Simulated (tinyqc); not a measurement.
Inside a calculation: Bethe-Salpeter matrix of a two-band square lattice (Tamm-Dancoff form). Values are carried at full precision from step to step, so a last printed digit may differ when a step is redone from the rounded ones.

One valence and one conduction band, lattice period 1, mesh k = 2 pi j/N along each axis (first index slowest). Pair energies D(k) = Eg + 2 t sum(1 - cos k), t = tc + tv. Screened attraction W(R) = U at R = 0 and V/|R| otherwise, R over the N x N cells with the nearest image; W(q) = sum_R W(R) cos(q R). H(k, k') = D(k) delta - W(k - k')/Nk + 2 J/Nk for singlets (J = 0 for triplets), Nk the number of k points. With a constant transition dipole the strength of a state is f = (sum_k A_k)^2/Nk, and the f sum to 1.

Parameters, chosen for this exercise:
```
symbol  value  unit  meaning
Eg      4.7    eV    quasiparticle gap
tc      0.1    eV    conduction hopping
tv      0.2    eV    valence hopping
U       1.19   eV    attraction in the same cell
V       0.65   eV    attraction at one cell distance
J       0.55   eV    exchange in the same cell
N       3            k points along each axis
```

## Pair energies and the kernel

List D(k), W(R) and W(q) on the mesh.

Mesh values (eV):
```
index j  D(k_j)  W(R = j)  W(q_j)
j00      4.7000    1.1900  5.6285
j01      5.6000    0.6500  0.9208
j02      5.6000    0.6500  0.9208
j10      5.6000    0.6500  0.9208
j11      6.5000    0.4596  0.3496
j12      6.5000    0.4596  0.3496
j20      5.6000    0.6500  0.9208
j21      6.5000    0.4596  0.3496
j22      6.5000    0.4596  0.3496
```

## The singlet matrix

Fill in H.

H (eV), lower triangle:
```
        j00     j01     j02     j10     j11     j12     j20     j21     j22
j00  4.1968
j01  0.0199  5.0968
j02  0.0199  0.0199  5.0968
j10  0.0199  0.0834  0.0834  5.0968
j11  0.0834  0.0199  0.0834  0.0199  5.9968
j12  0.0834  0.0834  0.0199  0.0199  0.0199  5.9968
j20  0.0199  0.0834  0.0834  0.0199  0.0834  0.0834  5.0968
j21  0.0834  0.0199  0.0834  0.0834  0.0199  0.0834  0.0199  5.9968
j22  0.0834  0.0834  0.0199  0.0834  0.0834  0.0199  0.0199  0.0199  5.9968
```

## Exciton levels and strengths

Diagonalise. For the lowest state give the amplitudes A_k (norm 1, largest positive) and f = (sum_k A_k)^2/Nk, Nk the size of the matrix.

levels (eV): 4.1820  4.9500  5.0674  5.0674  5.2353  5.9230  5.9230  6.0404  6.1831

amplitudes of the lowest state: j00 0.996, j01 -0.010, j02 -0.010, j10 -0.010, j11 -0.042, j12 -0.042, j20 -0.010, j21 -0.042, j22 -0.042

f of the lowest state = 0.069

The lowest state lies 0.5180 eV below the gap Eg = 4.7 eV and holds 7 % of the strength, against 11 % for one free pair. On a fine mesh the triplet and singlet bindings are 0.5427 and 0.3331 eV.

## Spectrum with and without the kernel

Distinct levels with their degeneracy and summed f, for singlets, beside the sorted triplet levels and free pairs.

Singlets:
```
E (eV)  degeneracy       f
4.1820           1  0.0691
4.9500           1  0.0000
5.0674           2  0.0000
5.2353           1  0.2478
5.9230           2  0.0000
6.0404           1  0.0000
6.1831           1  0.6831
```

triplet levels (eV): 4.0065  4.7762  4.9500  5.0674  5.0674  5.7176  5.9230  5.9230  6.0404

free pairs (eV): 4.7000  5.6000  5.6000  5.6000  5.6000  6.5000  6.5000  6.5000  6.5000

6 of the 9 singlets are dark; those whose amplitude vanishes at R = 0 also feel neither U nor J. The lowest singlet lies 0.1755 eV above the lowest triplet; first order gives 2 J f = 0.3564 eV with the f of the triplet envelope. The centre of the spectrum, sum f E = 5.8100 eV, equals mean D - U + 2J = 5.8100 eV.

## Checks

- Levels from the matrix in the electron-hole distance R against those in k: they agree to 1e-10 or better.

Run: tinyqc, `OMP_NUM_THREADS=1 python tinyqc.py 1251666 1251667 out.jsonl`; Intel(R) Xeon(R) Processor @ 2.30GHz, one thread, shared host; about 0.7 s of CPU time with all checks.
